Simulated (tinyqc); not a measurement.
# Floating body of a partially depleted SOI transistor: body voltage and kink: two studies

Source at 0 V. Channel current Ic = 2 nf K Vt^2 [F(0) - F(Vd)](1 + la Vd), F(V) = ln^2(1 + exp((Vg - VT - nf V)/(2 nf Vt))), VT = VT0 - gb Vb. Saturation voltage Vs = 2 Vt sqrt(F(0)) + 3 Vt, excess Ve = (Vd - Vs + sqrt((Vd - Vs)^2 + 0.0004 V^2))/2, multiplication M1 = Ai Ve exp(-Bl/Ve). Each junction passes D(v) = J1 (exp(v/Vt) - 1) + J2 (exp(v/(2 Vt)) - 1). Bipolar current Ib = bb J1 (exp(Vb/Vt) - 1). The body settles where M1 (Ic + Ib) = D(Vb) + D(Vb - Vd) + Vb/Rb; drain current Id = (1 + M1)(Ic + Ib) - D(Vb - Vd).

Parameters, values chosen for the exercise; values of the order met in partially depleted silicon-on-insulator transistors: temperature T = 300 K; threshold at zero body voltage VT0 = 0.31 V; fall of the threshold per volt of body voltage gb = 0.28; slope factor nf = 1.41; gain factor per width K = 200 uA/(V^2 um); channel-length modulation factor la = 0.09 1/V; impact-ionisation prefactor Ai = 2.01 1/V; impact-ionisation voltage Bl = 5.9 V; diffusion saturation current of each junction J1 = 5.1e-12 uA/um; recombination saturation current of each junction J2 = 6.1e-9 uA/um; gain of the lateral bipolar transistor on the diffusion current bb = 0; resistance of a weak body tie to the source (1e9 stands for no tie, and the term is then dropped) Rb = 1e9 kohm um; gate voltage Vg = 0.85 V; drain voltage Vd = 2.4 V.

Constants: q = 1.602176634e-19 C, kB = 1.380649e-23 J/K, Vt = kB T/q. Results are converted to the units shown.

Each table varies one quantity; the others keep the values above.

## Output curve and kink

Rows with more than one solution for Vb (latch) are left out; dId/dVd by a forward difference over 1e-4 V, swing = 1e-4 V over the change of log10 Id; M1 under 1e-12 is printed as 0.

Results:

| Vd (V) | Vb (V) | M1 | Id, floating (uA/um) | Id, grounded (uA/um) | ratio | dId/dVd, floating (uS/um) | dId/dVd, grounded (uS/um) |
|---|---|---|---|---|---|---|---|
| 1 | 0.4186 | 2.241e-6 | 33.39 | 22.55 | 1.481 | 25.21 | 1.871 |
| 1.16 | 0.5134 | 6.202e-5 | 36.62 | 22.85 | 1.603 | 16.58 | 1.956 |
| 1.48 | 0.6132 | 0.002526 | 40.81 | 23.59 | 1.730 | 11.01 | 2.854 |
| 1.64 | 0.6432 | 0.007746 | 42.53 | 24.12 | 1.764 | 10.71 | 3.817 |
| 1.8 | 0.6662 | 0.01830 | 44.30 | 24.83 | 1.784 | 11.57 | 5.114 |

Estimate the missing row, Vd = 1.32 V.

Computed row:

| Vd (V) | Vb (V) | M1 | Id, floating (uA/um) | Id, grounded (uA/um) | ratio | dId/dVd, floating (uS/um) | dId/dVd, grounded (uS/um) |
|---|---|---|---|---|---|---|---|
| 1.32 | 0.5724 | 5.506e-4 | 38.93 | 23.18 | 1.679 | 12.75 | 2.247 |

With this row back in the table: Vb rises from 0.419 to 0.666 V and the ratio of the currents rises from 1.48 to 1.78. The output conductance with a floating body exceeds the grounded value by the largest factor among the rows, 13.5, at Vd = 1 V, where Vb = 0.419 V and M1 = 2.24e-6.

## Transfer curve and swing

Same model as above.

Transfer curve and swing:

| Vg (V) | Vb (V) | M1 | Id, floating (uA/um) | Id, grounded (uA/um) | ratio | swing, floating (mV/decade) | swing, grounded (mV/decade) |
|---|---|---|---|---|---|---|---|
| -0.14 | 0.3577 | 0.3678 | 4.221e-5 | 2.728e-6 | 15.47 | 61.46 | 84.21 |
| -0.04 | 0.4655 | 0.3666 | 0.001442 | 4.204e-5 | 34.29 | 68.22 | 84.30 |
| 0.06 | 0.5508 | 0.3612 | 0.03536 | 6.376e-4 | 55.46 | 77.78 | 85.31 |
| 0.16 | 0.6164 | 0.3435 | 0.4555 | 0.009043 | 50.38 | 110.0 | 89.20 |
| 0.26 | 0.6574 | 0.3127 | 2.374 | 0.1034 | 22.96 | 181.7 | 102.7 |
| 0.36 | 0.6812 | 0.2778 | 6.527 | 0.7331 | 8.903 | 285.7 | 139.6 |
| 0.46 | 0.6960 | 0.2440 | 12.81 | 2.843 | 4.505 | 406.5 | 210.8 |
| 0.56 | 0.7058 | 0.2125 | 20.97 | 6.999 | 2.995 | 534.5 | 310.4 |
| 0.66 | 0.7126 | 0.1835 | 30.83 | 13.17 | 2.341 | 665.4 | 426.2 |

Vb rises from 0.358 to 0.713 V. The smallest swing among the rows is 61.5 mV a decade with a floating body (at Vg = -0.14 V) and 84.2 with a grounded one; Vt ln 10 = 59.5. The floating swing is smaller by more than 3 % for Vg = -0.14, -0.04, 0.06 V, where the rising Vb lowers the threshold as Vg rises. In the first row the floating body raises the current by a factor of 15.5.

Range of the model: The multiplication law is an empirical form chosen for the exercise; self-heating and capacitive coupling to the body are left out, and the linear laws are rough once Vb passes about 0.7 V or M1 about 0.1.

Numbers from tinyqc (`OMP_NUM_THREADS=1 python tinyqc.py 2182037 2182038 out.jsonl`; about 0.2 s on one thread of a shared Intel Xeon 2.30GHz).
